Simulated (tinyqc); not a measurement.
Gain for each load and current direction: deformation-potential model of the L valleys of a conduction band.

Valleys with axes along [111], [1-1-1], [-11-1] and [-1-11], one whole valley each. Herring-Vogt shift of a valley with unit axis a: dE = Xd tr(e) + Xu a.e.a. Non-degenerate shares n_i = exp(-dE_i/kT)/sum_j exp(-dE_j/kT). Inverse mass tensor of a valley: (1 - a a)/mt + a a/ml; the masses are taken as independent of strain.

s11 = (C11 + C12)/((C11 - C12)(C11 + 2 C12)), s12 = -C12/((C11 - C12)(C11 + 2 C12)), s44 = 1/C44; exx = s11 sxx + s12 (syy + szz) and cyclic, exy = s44 sxy/2; tension is positive. A uniaxial stress X along the unit vector n is s_ij = X n_i n_j. Biaxial (001) means sxx = syy = X.

Constants: kB = 8.617333262e-05 eV/K.

Inputs chosen for the exercise (near those of Ge; shifted at random, so the results belong to these values and not to a real crystal):
- ml = 1.566 m0 (longitudinal mass)
- mt = 0.083 m0 (transverse mass)
- Xd = -6.22 eV (dilation potential)
- Xu = 16.32 eV (uniaxial potential)
- C11 = 129.4 GPa
- C12 = 48.5 GPa
- C44 = 67.4 GPa
- X1 = 1.2 GPa (size of the stress)
- T = 150 K (temperature)

Each load has the size X1. Gain m_c(0)/m_c - 1 in per cent from repopulation alone, m_c = 1/(u.M.u), M = sum_i n_i (inverse mass tensor); biaxial means sxx = syy.

Gain (%); + is tension, - compression:
```
load,[100],[010],[001],[110],[1-10],[111]
uniaxial [110] (+),0.0,0.0,0.0,46.1,-46.1,30.7
uniaxial [110] (-),0.0,0.0,0.0,-46.1,46.1,-30.7
uniaxial [100] (+),0.0,0.0,0.0,0.0,0.0,0.0
uniaxial [100] (-),0.0,0.0,0.0,0.0,0.0,0.0
uniaxial [111] (+),0.0,0.0,0.0,15.4,-15.4,30.7
uniaxial [111] (-),0.0,0.0,0.0,-46.1,46.1,-92.2
biaxial (001) (+),0.0,0.0,0.0,0.0,0.0,0.0
biaxial (001) (-),0.0,0.0,0.0,0.0,0.0,0.0
```

What can be read from this table?

The largest gain is +46.1 %, for uniaxial [110] (+) with the current along [110], uniaxial [110] (-) with the current along [1-10] and uniaxial [111] (-) with the current along [1-10]; for a [110] channel it is +46.1 %, under uniaxial [110] (+). No gain or loss appears under biaxial (001) and uniaxial [100]: the valleys stay equivalent.

Computed by tinyqc, a small Python program: `OMP_NUM_THREADS=1 python tinyqc.py 1051212 1051213 out.jsonl` (the numbers bound the seed that draws the inputs); one thread of a shared host (Intel(R) Xeon(R) Processor @ 2.30GHz), about 0.01 s for the whole set of steps.
